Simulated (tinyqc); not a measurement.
# MOS inversion layer, Poisson-Schroedinger loop, step by step

tinyqc, about 0.6 s, one thread, Intel Xeon 2.30GHz (shared host): `OMP_NUM_THREADS=1 python tinyqc.py 2160172 2160173 out.jsonl` Printed values are rounded.

Electrons confined at an insulator interface at z = 0, treated as a hard wall; parabolic valleys, Hartree approximation, no image or exchange terms. The depletion charge lies far deeper than the electrons and gives a uniform field q Nd/(eps0 eps_r); the gate balances all charge. Energies are counted from the band edge at the interface.

Values chosen for this exercise; masses and permittivity close to those of In0.53Ga0.47As: temperature T = 300 K; relative permittivity eps_r = 14.1; mass along z of valley set A (1 valley(s)) mz1 = 0.041 m0; in-plane density-of-states mass of set A md1 = 0.0407 m0; sheet density of electrons Ns = 1.7e12 cm^-2; sheet density of depletion charge Nd = 2.4e11 cm^-2; mesh step hz = 2.5 nm; mixing factor a = 0.5.

Constants: q = 1.602176634e-19 C, kB = 1.380649e-23 J/K, hbar = 1.054571817e-34 J s, m0 = 9.1093837015e-31 kg, Vt = kB T/q, eps0 = 8.8541878128e-14 F/cm where lengths are in cm, hbar^2/(2 m0) = 0.0380998212 eV nm^2. Results are converted to the units shown.

## Fixed part of the potential

| node | z (nm) |
|---|---|
| 1 | 2.5 |
| 2 | 5 |
| 3 | 7.5 |
| 4 | 10 |
| 5 | 12.5 |
| 6 | 15 |
| 7 | 17.5 |
| 8 | 20 |
| 9 | 22.5 |
| 10 | 25 |
| 11 | 27.5 |
| 12 | 30 |
| 13 | 32.5 |
| 14 | 35 |
| 15 | 37.5 |

V0 = q Nd z/(eps0 eps_r) in eV.

| node | fixed potential V0 (eV) |
|---|---|
| 1 | 0.0077001 |
| 2 | 0.0154001 |
| 3 | 0.0231002 |
| 4 | 0.0308002 |
| 5 | 0.0385003 |
| 6 | 0.0462003 |
| 7 | 0.0539004 |
| 8 | 0.0616004 |
| 9 | 0.0693005 |
| 10 | 0.0770005 |
| 11 | 0.0847006 |
| 12 | 0.0924007 |
| 13 | 0.1001007 |
| 14 | 0.1078008 |
| 15 | 0.1155008 |

## Round 1: levels and probability densities

| node | self-consistent potential U at the start (eV) |
|---|---|
| 1 | 0 |
| 2 | 0 |
| 3 | 0 |
| 4 | 0 |
| 5 | 0 |
| 6 | 0 |
| 7 | 0 |
| 8 | 0 |
| 9 | 0 |
| 10 | 0 |
| 11 | 0 |
| 12 | 0 |
| 13 | 0 |
| 14 | 0 |
| 15 | 0 |

Tridiagonal Hamiltonian with psi = 0 one step beyond both ends: H_ii = C (1/m_(i-1/2) + 1/m_(i+1/2))/hz^2 + V0_i + U_i, H_(i,i+1) = -C/(m_(i+1/2) hz^2), C = hbar^2/(2 m0). The lowest 2 level(s) are kept, normalised to hz sum |psi|^2 = 1. The mass is the same on all intervals.

levels (eV): A1 0.04803856, A2 0.08376994

| node | \|psi\|^2 of A1 (1/nm) | \|psi\|^2 of A2 (1/nm) |
|---|---|---|
| 1 | 0.01959019 | 0.01907221 |
| 2 | 0.05854294 | 0.04224977 |
| 3 | 0.08458451 | 0.03185302 |
| 4 | 0.08464048 | 0.00617394 |
| 5 | 0.06620117 | 0.00243230 |
| 6 | 0.04291332 | 0.02630721 |
| 7 | 0.02385590 | 0.05479699 |
| 8 | 0.01162972 | 0.06705669 |
| 9 | 0.00505029 | 0.06012645 |
| 10 | 0.00197600 | 0.04309685 |
| 11 | 0.00070213 | 0.02577209 |
| 12 | 0.00022733 | 0.01310586 |
| 13 | 0.00006651 | 0.00563552 |
| 14 | 0.00001672 | 0.00192764 |
| 15 | 0.00000278 | 0.00039346 |

## Round 1: Fermi level and occupations

Level k holds N_k = D_k Vt ln(1 + exp((EF - E_k)/Vt)) with D = md1 m0 q/(pi hbar^2) per eV (spin included); EF is fixed by sum N_k = Ns.

EF = 0.1109361 eV
N_k (cm^-2): A1 1.106342e12, A2 5.936584e11

## Round 1: density, output potential and mixing

n_i = sum_k N_k |psi_k|^2 (converted to cm^-3). Hartree part by Gauss: on the interval before node i the electrons still beyond are S_i = Ns - hz sum_(j<i) n_j, and U_i = U_(i-1) + q S_i hz/(eps0 eps_r) in eV, U_0 = 0 at the interface. Mixing: U(new) = U + a (U(out) - U).

| node | n (1e18 cm^-3) | U(out) (eV) | U after round 1 (eV) |
|---|---|---|---|
| 1 | 0.329958 | 0.0545421 | 0.0272710 |
| 2 | 0.898504 | 0.1064375 | 0.0532188 |
| 3 | 1.124892 | 0.1511262 | 0.0755631 |
| 4 | 0.973065 | 0.1867923 | 0.0933961 |
| 5 | 0.746851 | 0.2146535 | 0.1073268 |
| 6 | 0.630943 | 0.2365243 | 0.1182622 |
| 7 | 0.589235 | 0.2533344 | 0.1266672 |
| 8 | 0.526752 | 0.2654183 | 0.1327091 |
| 9 | 0.412819 | 0.2732772 | 0.1366386 |
| 10 | 0.277709 | 0.2778248 | 0.1389124 |
| 11 | 0.160766 | 0.2801451 | 0.1400725 |
| 12 | 0.080319 | 0.2811758 | 0.1405879 |
| 13 | 0.034192 | 0.2815623 | 0.1407811 |
| 14 | 0.011629 | 0.2816745 | 0.1408373 |
| 15 | 0.002367 | 0.2816935 | 0.1408468 |

## Course of the self-consistent loop

Start from U = 0. Stop when the largest |U(out) - U| is below 1e-7 eV, or after 120 rounds.

Course of the iteration:

| round | level A1 (eV) | EF (eV) | largest \|U(out) - U\| (eV) |
|---|---|---|---|
| 1 | 0.04803856 | 0.1109361 | 0.282 |
| 2 | 0.1241153 | 0.2008869 | 0.0580 |
| 3 | 0.1482601 | 0.2251048 | 0.0255 |
| 4 | 0.1592707 | 0.2359338 | 0.0119 |
| 5 | 0.1644623 | 0.2410118 | 5.59e-3 |
| 6 | 0.1669454 | 0.2434409 | 2.66e-3 |
| 7 | 0.1681420 | 0.2446129 | 1.27e-3 |
| 8 | 0.1687218 | 0.2451815 | 6.13e-4 |
| 9 | 0.1690040 | 0.2454585 | 3.00e-4 |
| ... | ... | ... | ... |
| 13 | 0.1692588 | 0.2457093 | 1.76e-5 |
| 14 | 0.1692669 | 0.2457172 | 8.71e-6 |
| 15 | 0.1692709 | 0.2457212 | 4.30e-6 |
| 16 | 0.1692728 | 0.2457231 | 2.13e-6 |
| 17 | 0.1692738 | 0.2457241 | 1.05e-6 |
| 18 | 0.1692743 | 0.2457246 | 5.22e-7 |
| 19 | 0.1692745 | 0.2457248 | 2.59e-7 |
| 20 | 0.1692747 | 0.2457249 | 1.28e-7 |
| 21 | 0.1692747 | 0.2457250 | 6.37e-8 |

Converged in 21 rounds. Towards the end the residual shrinks by a factor of about 0.50 a round.

## Converged levels, occupations and centroid

| node | converged U (eV) |
|---|---|
| 1 | 0.0545420 |
| 2 | 0.0989220 |
| 3 | 0.1277844 |
| 4 | 0.1460230 |
| 5 | 0.1581707 |
| 6 | 0.1661709 |
| 7 | 0.1710257 |
| 8 | 0.1736694 |
| 9 | 0.1749580 |
| 10 | 0.1755225 |
| 11 | 0.1757450 |
| 12 | 0.1758236 |
| 13 | 0.1758479 |
| 14 | 0.1758539 |
| 15 | 0.1758548 |

Solve for the levels with V0 + U, find EF, n_i = sum_k N_k |psi_k|^2 (in cm^-3); share of each level N_k/Ns; centroid sum n z/sum n.

levels (eV): A1 0.1692747, A2 0.2377201
EF = 0.2457250 eV
shares (%): A1 77.76752, A2 22.23248

| node | n (1e18 cm^-3) |
|---|---|
| 1 | 1.266951 |
| 2 | 1.934639 |
| 3 | 1.324521 |
| 4 | 0.759382 |
| 5 | 0.517095 |
| 6 | 0.392143 |
| 7 | 0.275666 |
| 8 | 0.168938 |
| 9 | 0.090298 |
| 10 | 0.042618 |
| 11 | 0.017950 |
| 12 | 0.006776 |
| 13 | 0.002271 |
| 14 | 0.000638 |
| 15 | 0.000115 |

centroid = 8.060519 nm

An 800-node mesh to 63 nm with 8 levels a set gives A1 = 0.1723 eV, EF = 0.2464 eV and a centroid of 9.005 nm; the levels kept above hold 93.2 % of the electrons there. The coarse centroid is 10 % below the fine one.

## Closed-form estimates

Triangular well: E_k = a_k (C F^2/mz)^(1/3), a_1 = 2.338107, a_2 = 4.087949, C = hbar^2/(2 m0), F in eV/nm. Fang-Howard (all electrons in the lowest level of set A): b^3 = 6 (mz1/C) q (Nd + 11 Ns/32)/(eps0 eps_r), centroid 3/b, level C b^2/(4 mz1) + (3/b) q (Nd + 11 Ns/16)/(eps0 eps_r). Use F = q (Nd + Ns)/(eps0 eps_r), the surface field, and F = q (Nd + Ns/2)/(eps0 eps_r).

A1 with the surface field = 0.1945391 eV
A1 with Nd + Ns/2 = 0.1324617 eV
A2 with Nd + Ns/2 = 0.2315961 eV
b = 0.4087833 1/nm
Fang-Howard centroid = 7.338851 nm
Fang-Howard level = 0.1715006 eV

Against the self-consistent A1 = 0.1723 eV on a fine mesh, the surface-field estimate is 13 % above it, the half-charge one 23 % below it and Fang-Howard 0.46 % below it. A1 holds 75.5 % of the electrons, and the Fang-Howard centroid is 19 % below the full one.
